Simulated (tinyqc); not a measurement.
# Hot electrons in a saturated n-channel MOSFET, lucky-electron model: what changes with what

Beyond pinch-off the lateral field grows as Esat cosh(y/l) over the velocity-saturated region (pseudo-two-dimensional model). Impact ionisation in this region gives the substrate current, which biases the body forward through Rsub. Currents are per width. Local-field laws: they overstate ionisation when the field peak is narrower than an energy relaxation length.

Values chosen for this exercise; values close to those of silicon n-channel devices: channel length L = 0.8 um; oxide thickness tox = 20 nm; junction depth xj = 300 nm; threshold VT = 0.58 V; effective mobility mu = 360 cm^2/(V s); saturation velocity vs = 7.7e6 cm/s; ionisation prefactor Ai = 2e6 1/cm; ionisation field Bi = 1.73 MV/cm; resistance of the lightly doped drain Rd = 200 ohm um; substrate resistance Rsub = 6400 ohm um; fall of VT per volt of forward body bias kb = 0.28; lifetime exponent m = 3.3; lifetime constant Hl = 37000 s uA/um; drain voltage Vd = 3.5 V; gate voltage Vg = 2.4 V.

Constants: eps0 = 8.8541878128e-14 F/cm where lengths are in cm. Results are converted to the units shown.

Each table varies one quantity; the others keep the values above.

## Effect of the gate voltage

Cox = 3.9 eps0/tox, l = sqrt(3 tox xj), Esat = 2 vs/mu. Overdrive g = Vg - VT + kb Vb; Vdsat = g Esat L/(g + Esat L); Id = Cox vs (g - Vdsat); dV = Vd - Id Rd - Vdsat; Em = sqrt((dV/l)^2 + Esat^2); Isub = Id (Ai/Bi) l Em exp(-Bi/Em). Vb = Rsub Isub is solved self-consistently. Lifetime tau = (Hl/Id)(Isub/Id)^(-m); 1 year = 3.15576e7 s.

Effect of the gate voltage:
```
Vg (V)  Id (uA/um)  Em (MV/cm)  Isub (uA/um)    Isub/Id  tau (years)
0.73       0.83744     0.25378     0.0036100  0.0043107        89562
1.08        8.4749     0.23220      0.017741  0.0020934        95979
1.42        22.011     0.21458      0.023092  0.0010491     3.6118e5
1.77        40.821     0.19910      0.021232  5.2012e-4     1.9728e6
2.12        63.541     0.18576      0.016517  2.5994e-4     1.2501e7
2.46        88.622     0.17444      0.011820  1.3338e-4     8.1050e7
2.81        116.97     0.16417     0.0078940  6.7488e-5     5.8153e8
3.15        146.54     0.15530     0.0051257  3.4978e-5     4.0609e9
3.5         178.73     0.14713     0.0031904  1.7850e-5    3.0654e10
```

Read the table: what changes, and by how much?

As Vg goes from 0.73 to 3.5 V, Em falls from 0.254 to 0.147 MV/cm, Isub goes from 0.00361 through a maximum of 0.0231 (at Vg = 1.42 V among the rows listed) to 0.00319 uA/um and tau rises from 89600 to 3.07e10 years. Id grows with Vg while the rising Vdsat lowers the field, hence the bell shape; the peak row has Vg/Vd = 0.41. In every row tau is a far extrapolation that only says that hot carriers are no limit.

## Effect of the channel length

Same model as above.

Effect of the channel length:
```
L (um)  Id (uA/um)  Em (MV/cm)  Isub (uA/um)    Isub/Id  tau (years)
0.4         124.72     0.19795      0.061330  4.9173e-4     7.7704e5
0.57        103.42     0.18662      0.028203  2.7271e-4     6.5571e6
0.8         84.006     0.17633      0.012600  1.4999e-4     5.8053e7
1.1         67.484     0.16760     0.0057703  8.5506e-5     4.6164e8
1.6         50.825     0.15883     0.0023286  4.5817e-5     4.8044e9
2.3         37.771     0.15198     0.0010136  2.6836e-5    3.7773e10
3.2         28.395     0.14707     5.0454e-4  1.7769e-5    1.9588e11
```

What does the table show?

As L goes from 0.4 to 3.2 um, Em falls from 0.198 to 0.147 MV/cm, Isub falls from 0.0613 to 5.05e-4 uA/um and tau rises from 7.77e5 to 1.96e11 years. From the first row to the last, log10(tau) changes by 5.4: 4.8 from (Isub/Id)^(-m), which holds Em and l, and 0.64 from 1/Id. At L = 0.4 um the saturated region takes over 60 % of L, so using the full L in Vdsat is rough. In every row tau is a far extrapolation that only says that hot carriers are no limit.

## Effect of the resistance of the lightly doped drain

Same model as above.

Effect of the resistance of the lightly doped drain:
```
Rd (ohm um)  Id (uA/um)  Em (MV/cm)  Isub (uA/um)    Isub/Id  tau (years)
0                84.006     0.17755      0.013568  1.6151e-4     4.5473e7
150              84.006     0.17663      0.012836  1.5280e-4     5.4598e7
300              84.006     0.17572      0.012138  1.4449e-4     6.5670e7
500              84.006     0.17451      0.011256  1.3399e-4     8.4234e7
800              84.006     0.17269      0.010033  1.1943e-4     1.2311e8
1200             84.005     0.17026     0.0085766  1.0210e-4     2.0657e8
1600             84.005     0.16784     0.0073011  8.6912e-5     3.5142e8
```

What does the table show?

As Rd goes from 0 to 1600 ohm um, Em falls from 0.178 to 0.168 MV/cm, Isub falls from 0.0136 to 0.00730 uA/um and tau rises from 4.55e7 to 3.51e8 years. From the first row to the last, log10(tau) changes by 0.89: 0.89 from (Isub/Id)^(-m), which holds Em and l, and under 0.005 from 1/Id. The price is 0.134 V dropped over Rd in the last row. In every row tau is a far extrapolation that only says that hot carriers are no limit.

Computed by the program tinyqc: `OMP_NUM_THREADS=1 python tinyqc.py 2550167 2550168 out.jsonl`, one thread of a shared Intel Xeon 2.30GHz, about 0.01 s for the whole run.
